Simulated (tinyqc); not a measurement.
Arrhenius plot: admittance spectroscopy and thermally stimulated current of one trap level in a depletion layer. Computed by tinyqc, a small Python program. Command: `OMP_NUM_THREADS=1 python tinyqc.py 3110702 3110703 out.jsonl admit walk`. One thread of a shared host (Intel(R) Xeon(R) Processor @ 2.30GHz), about 0.01 s of CPU time with the checks.

A Schottky junction on n-type material holds one donor-like electron trap; shallow donors are fully ionised and abrupt depletion edges are assumed.

Inputs (values chosen for the exercise, modelled on n-type germanium):
```
quantity                         value    unit
density-of-states mass m         0.532     m_0
shallow doping N                 3e+16  1/cm^3
trap density N_t               1.7e+16  1/cm^3
trap depth E_t below the band    0.279      eV
capture cross section sigma    8.6e-15    cm^2
test frequency f                100000      Hz
```

Constants: k_B = 1.380649e-23 J/K; m_0 = 9.1093837015e-31 kg; h = 6.62607015e-34 J s; k_B = 8.617333262e-05 eV/K.

Method:
- N_c = 2 (2 pi m k_B T/h^2)^(3/2), v_th = sqrt(3 k_B T/m), emission rate e_n = sigma v_th N_c exp(-E_t/(k_B T)).
- Where the level crosses the Fermi level capture equals emission, so the trap follows the signal with the rate 2 e_n; G/omega peaks at omega = 2 e_n (the correction for large N_t/N is left out).
- Solve 2 e_n(T_p) = 2 pi f.
- T_p for 0.1, 0.3, 1, 3 and 10 f; least-squares lines of ln(e_n/T^2) and of ln(e_n) against 1/(k_B T), e_n = pi f; sigma = exp(intercept)/(v_th N_c/T^2).

peak temperature T_p = 220.928 K

Peaks:
```
f (Hz)    T_p (K)  1/(k_B T) (1/eV)  ln(e_n/T^2)  ln(e_n)
1.00e+04   193.91            59.844      -0.1797   10.355
3.00e+04   205.98            56.339       0.7982   11.454
1.00e+05   220.93            52.526       1.8620   12.658
3.00e+05   236.46            49.076       2.8247   13.756
1.00e+06   256.00            45.330       3.8699   14.960
```

depth from e_n/T^2 = 0.279 eV

cross section from the intercept = 8.60e-15 cm^2

depth without the T^2 = 0.31723 eV

What follows from these numbers?

Leaving out T^2 adds 38 meV, near 2 k_B T_p = 38 meV. Caution: N_t/N is not small, so the peak moves away from omega = 2 e_n.

Extremes, crossings and ranges named in words are read from the listed rows.
